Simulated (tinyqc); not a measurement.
From results back to parameters: effective work function and flat-band voltage of a metal/high-k/SiO2/Si stack with a dipole layer. Three cases, with inputs chosen for the exercise.

Problem. Three stacks with (t1, t2) = (8, 20), (30, 20) and (8, 60) angstrom have the flat-band voltages below. VFB = W0 - (chi + dEF) - 4 pi e2 [Q1 EOT + Q2 x2]/3.9 with x2 = t2 3.9/eps2, EOT = t1 + x2, e2 = e^2/4 pi eps0, 1 cm^-2 = 1e-16 angstrom^-2; W0 is the work function with the dipole step.

Constants: e^2/(4 pi eps0) = 14.39964547 eV angstrom.

Find: Q1; Q2; W0.

Method. The first two stacks differ in t1 alone and give Q1; the first and third give Q1 + Q2; W0 follows from any of them.

Case 1.

Values chosen (out of a larger set: a stack on Si capped with an aluminium-like oxide; not measured data): chi = 4.055 eV (electron affinity of the channel); dEF = 0.924 eV (Ec - EF in the channel); eps = (3.9, 26.9) (their dielectric constants).

VFB (V): -0.5472478  -0.5392860  -0.5532213

Solution.

Q1 = -7.8e+10 e/cm^2
Q2 = 3.0e+11 e/cm^2
W0 = 4.432 eV

Case 2.

Values chosen (out of a larger set: a stack on Si capped with an yttrium-like oxide; not measured data): chi = 4.047 eV (electron affinity of the channel); dEF = 0.685 eV (Ec - EF in the channel); eps = (3.9, 24.4) (their dielectric constants).

VFB (V): 0.2620215  0.2793743  0.2786335

Solution.

Q1 = -1.7e+11 e/cm^2
Q2 = -3.9e+11 e/cm^2
W0 = 4.979 eV

Case 3.

Values chosen (out of a larger set: a stack on Si capped with an yttrium-like oxide; not measured data): chi = 4.046 eV (electron affinity of the channel); dEF = 0.12 eV (Ec - EF in the channel); eps = (3.9, 24.2) (their dielectric constants).

VFB (V): -0.4551473  -0.5051640  -0.4339116

Solution.

Q1 = 4.9e+11 e/cm^2
Q2 = -1.2e+12 e/cm^2
W0 = 3.718 eV

Computed by tinyqc, one run a case: `OMP_NUM_THREADS=1 python tinyqc.py N N+1 out.jsonl` with N = 1880476, 1880521, 1880527; one thread of a shared Intel(R) Xeon(R) Processor @ 2.30GHz, about 0.01 s a run at most.
